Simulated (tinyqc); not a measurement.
## Bandgap voltage reference from two bipolar transistors: effect of the area ratio of the second transistor

Two transistors of area 1 and N carry the same current I. Is(T) = Is (T/T0)^eta exp[(Vg0 q/kB)(1/T0 - 1/T)], VBE1 = Vt ln(I/Is(T)) + I rb, VBE2 = Vt ln(I/(N Is(T))) + I rb/N. The amplifier forces I R1(T) = VBE1 - VBE2 + Vos, with R(T) = R (1 + tc (T - T0)) for both resistors, and the output is Vref = VBE1 + I R2(T). Base currents and the Early effect are neglected.

Vt = kB T/q; I = (Vt ln N + Vos)/(R1(T) - rb (1 - 1/N)). Box coefficient: span of Vref between 233 and 398 K over its average over T and over 165 K. The last column is the R2 that gives zero slope at T0.

Inputs (values chosen for the exercise); values of the order met in silicon bipolar transistors: reference temperature T0 = 300 K; band-gap voltage extrapolated to 0 K Vg0 = 1.193 V; temperature exponent of the saturation current eta = 3.9; saturation current of the unit transistor at T0 Is = 2.2e-18 A; resistor across which the difference of VBE falls, at T0 R1 = 6.7 kohm; temperature coefficient of both resistors tc = 1700 ppm/K; offset of the amplifier Vos = 0 mV; series resistance of the unit transistor rb = 36 ohm; output resistor at T0 R2 = 58.68 kohm.

Constants: q = 1.602176634e-19 C, kB = 1.380649e-23 J/K. Results are converted to the units shown.

Results:
```
N,I at T0 (uA),Vref at T0 (V),slope at T0 (uV/K),box coefficient (ppm/K),R2 for zero slope (kohm)
2,2.682,0.8769,-1349,1592,209.7
4,5.371,1.053,-764.1,747.1,101.4
8,8.061,1.221,-204.3,178.2,66.30
15,10.50,1.371,294.5,205.0,50.25
24,12.33,1.483,664.1,436.7,42.47
100,17.86,1.817,1777,956.7,28.76
```

Estimate the missing row, N = 48.

Computed row:
```
N,I at T0 (uA),Vref at T0 (V),slope at T0 (uV/K),box coefficient (ppm/K),R2 for zero slope (kohm)
48,15.02,1.646,1206,717.5,34.52
```

With this row back in the table: As N goes from 2 to 100, Vref rises from 0.8769 to 1.817 V and the box coefficient goes from 1590 through a minimum of 178 (at N = 8 among the rows listed) to 957 ppm/K. A larger N needs a smaller R2/R1, which lowers the gain seen by offset and noise.

Numbers from tinyqc (`OMP_NUM_THREADS=1 python tinyqc.py 2062143 2062144 out.jsonl`; about 0.02 s on one thread of a shared Intel Xeon 2.30GHz).
